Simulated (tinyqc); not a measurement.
n-type polysilicon, carrier trapping at grain boundaries: two steps of the calculation.

One-dimensional grains of size Lg, uniform ionised doping N, monovalent traps Qt at each boundary at a depth Et below (for electrons) or above (for holes) the band edge there, abrupt depletion of width W on each side of a boundary, Boltzmann statistics. xi is the distance from the band edge at the grain centre to the Fermi level. Trapped charge Qt/(1 + exp((xi + VB - Et)/Vt)) = 2 N W, barrier VB = q N W^2/(2 eps0 eps_r).

Parameters, values chosen for the exercise; values of the order met in polycrystalline silicon:
```
symbol,value,unit,meaning
T,350,K,temperature
eps_r,11.7,,relative permittivity
NB,3.53e19,cm^-3,conduction-band density of states at T
Lg,120,nm,grain size
Qt,4e12,cm^-2,trap density of a grain boundary
Et,0.37,eV,depth of the trap level from the majority band edge at the boundary
ms,0.3,m0,mass for thermionic emission
fe,1,,correction factor of the emission rate
mug,110,cm^2/(V s),mobility inside the grains
N,8e17,cm^-3,doping
```

Constants: q = 1.602176634e-19 C, kB = 1.380649e-23 J/K, m0 = 9.1093837015e-31 kg, Vt = kB T/q, eps0 = 8.8541878128e-14 F/cm where lengths are in cm. Results are converted to the units shown.

Task 1. New W. Partly depleted grain, xi = Vt ln(NB/N): f = 1/(1 + exp((xi + VB - Et)/Vt)), g = Qt f - 2 N W, g' = -2 Qt f (1 - f) VB/(W Vt) - 2 N, W(new) = W - g/g'.

W after iteration 2 = 18.925370 nm

Give: VB; f; g; g'; W after iteration 3.

Result 1.

VB = 0.2216 V
f = 0.7566
g = -1.714e9 cm^-2
g' = -7.319e11 cm^-2/nm
W after iteration 3 = 18.92 nm

Task 2. Resistivity and effective mobility. n0 = NB exp(-xi/Vt); mean density n0 (1 - 2 W/Lg) by charge balance in a partly depleted grain, and n0 (sqrt(pi)/2) erf(u)/u with u = sqrt(VB/Vt) in a fully depleted one; v = sqrt(kB T/(2 pi ms m0)); barrier resistivity Vt exp(VB/Vt)/(q fe n0 v Lg); grain resistivity (1 - 2 W/Lg)/(q n0 mug); effective mobility 1/(q mean density total resistivity).

W = 18.923027 nm
xi = 0.11421924 V
VB = 0.22152208 V

Give: n0; mean density; v; barrier resistivity; grain resistivity; resistivity; effective mobility.

Result 2.

n0 = 8.0000e17 cm^-3
mean density = 5.4769e17 cm^-3
v = 5.3049e6 cm/s
barrier resistivity = 5.7221 ohm cm
grain resistivity = 0.048557 ohm cm
resistivity = 5.7707 ohm cm
effective mobility = 1.9748 cm^2/(V s)

The resistivity is 81.4 times that of a single crystal with the same N and mobility mug, and the mean density is 68.5 % of N.

Program tinyqc, `OMP_NUM_THREADS=1 python tinyqc.py 2830314 2830315 out.jsonl`; Intel Xeon 2.30GHz, shared host, one thread, about 0.01 s.
